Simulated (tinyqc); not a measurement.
Drifting, spreading and decaying minority pulse (Haynes-Shockley), Crank-Nicolson time steps: one step of the calculation.

Low injection in a uniform field: dn/dt = D d2n/dx2 - v dn/dx - n/tau with D = mu Vt and v = mu F towards +x. Exact solution on an infinite bar for a Gaussian start at x0: n = N0 exp(-t/tau) exp(-(x - x0 - v t)^2/(2 s^2))/sqrt(2 pi s^2), s^2 = s0^2 + 2 D t.

Problem. Coefficients of the scheme. Exponentially fitted fluxes: d = F hx/Vt, B(d) = d/(exp(d) - 1), k = D dt/hx^2; (L n)_i = a n_(i-1) + b n_i + c n_(i+1) with a = k B(-d), c = k B(d), b = -a - c - dt/tau. Explicit steps keep n positive for dt up to 1/[(D/hx^2)(B(d) + B(-d)) + 1/tau].

Inputs (values chosen for the exercise); mobility close to that of gallium arsenide at room temperature: temperature T = 300 K; minority-carrier mobility mu = 8090 cm^2/(V s); sweep field along the drift F = 9.4 V/cm; mesh step hx = 48 um; lifetime tau = 4.9e-7 s; time step dt = 2.8e-8 s.

Constants: q = 1.602176634e-19 C, kB = 1.380649e-23 J/K, Vt = kB T/q. Results are converted to the units shown.

Find: D; v; d; a; b; c; positivity limit of dt.

Solution.

D = 209.1 cm^2/s
v = 7.605e4 cm/s
d = 1.745
a = 0.5374
b = -0.6884
c = 0.09383
positivity limit of dt = 4.067e-8 s

tinyqc, about 0.01 s, one thread, Intel Xeon 2.30GHz (shared host): `OMP_NUM_THREADS=1 python tinyqc.py 2310020 2310021 out.jsonl`
